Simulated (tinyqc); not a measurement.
Energy and delay of logic against supply voltage: energy and delay against supply voltage.

One expression serves below and above threshold: I(Vg) = Ik [ln(1 + exp((Vg - VT + dd V)/(al nf Vt)))]^al, with I_on = I(V) and I_off = I(0). Gate delay td = kd C V/I_on, clock period LD td. Per gate and cycle the switching energy is act C V^2 and the leakage energy I_off V LD td. No short-circuit current, no variation. Minima are sought above 0.09 V; below a few Vt gates no longer switch and the model has no meaning.

EDP = energy times td.

Inputs (values chosen for the exercise); values of the order met in logic technologies:

| symbol | value | unit | meaning |
|---|---|---|---|
| T | 330 | K | temperature |
| VT | 0.18 | V | threshold voltage at zero drain bias |
| nf | 1.17 |  | slope factor |
| dd | 0.02 |  | barrier lowering per volt of supply |
| Ik | 0.55 | uA | specific current of a gate |
| al | 1.29 |  | exponent of the current law |
| C | 1.1 | fF | load capacitance of a gate |
| kd | 0.6 |  | delay factor |
| LD | 20 |  | logic depth |
| act | 0.01 |  | activity factor |

Constants: q = 1.602176634e-19 C, kB = 1.380649e-23 J/K, Vt = kB T/q. Results are converted to the units shown.

Results:
```
V (V)  I_on (uA)  I_off (nA)  td (ps)  switching (aJ)  leakage (aJ)  energy (aJ)  EDP (fJ ps)
0.15     0.18365      2.6636   539.08         0.24750        4.3077       4.5552       2.4556
0.27      1.6337      2.8612   109.07         0.80190        1.6852       2.4871      0.27128
0.39      4.4772      3.0733   57.491          1.6731        1.3781       3.0512      0.17542
0.5       7.6409      3.2813   43.189          2.7500        1.4172       4.1672      0.17997
0.62      11.478      3.5243   35.652          4.2284        1.5581       5.7865      0.20630
0.74      15.632      3.7852   31.244          6.0236        1.7503       7.7739      0.24289
0.97      24.309      4.3398   26.336          10.350        2.2173       12.567      0.33098
1.08      28.740      4.6328   24.802          12.830        2.4818       15.312      0.37977
1.2       33.756      4.9748   23.462          15.840        2.8013       18.641      0.43737
```

Estimate the missing row, V = 0.85 V.

Computed row:
```
V (V)  I_on (uA)  I_off (nA)  td (ps)  switching (aJ)  leakage (aJ)  energy (aJ)  EDP (fJ ps)
0.85      19.674      4.0411   28.514          7.9475        1.9589       9.9064      0.28247
```

With this row back in the table: td falls from 539 to 23.5 ps; the energy goes from 4.56 through a minimum of 2.49 (at V = 0.27 V among the rows listed) to 18.6 aJ and the EDP goes from 2.46 through a minimum of 0.175 (at V = 0.39 V among the rows listed) to 0.437 fJ ps. The exact minima lie at V = 0.275 V for the energy and 0.424 V for the EDP. Going from 1.2 V to the energy minimum saves a factor of 7.50 in energy and costs a factor of 4.48 in delay. Below the minimum the leakage energy rises faster than the switching energy falls, because the clock period grows so steeply.

Program tinyqc, `OMP_NUM_THREADS=1 python tinyqc.py 2082137 2082138 out.jsonl`; Intel Xeon 2.30GHz, shared host, one thread, about 0.01 s.
